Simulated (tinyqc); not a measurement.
Series resistance and length offset from two lengths at two overdrives.

Problem. In strong inversion R W = Rsd + k(x)(L - dL), k(x) = (1 + th1 x)/(mu0 Cox x), x the overdrive, Cox = eps0 eox/tox, with Rsd and dL independent of x. Find dL, Rsd, mu0 and th1.

Values chosen for this exercise:
```
symbol,value,unit,meaning
eox,3.9,,relative permittivity of the gate insulator (close to silicon dioxide)
tox,2,nm,insulator thickness
```

Constants: eps0 = 8.8541878128e-14 F/cm where lengths are in cm. Results are converted to the units shown.

total resistance times width (ohm um):
```
,L = 0.063 um,L = 0.88 um
overdrive 0.49 V,939.905559,8479.96021
overdrive 0.93 V,732.191633,5008.74095
```

Solution. At each overdrive R W is a straight line in L; the two lines cross at L = dL, R W = Rsd. Their slopes give k x = (1 + th1 x)/(mu0 Cox), a straight line in x.

dL = 0.01100 um
Rsd = 460.0 ohm um
mu0 = 140.0 cm^2/(V s)
th1 = 0.1900 1/V

Program tinyqc, `OMP_NUM_THREADS=1 python tinyqc.py 2210103 2210104 out.jsonl`; Intel Xeon 2.30GHz, shared host, one thread, about 0.01 s.
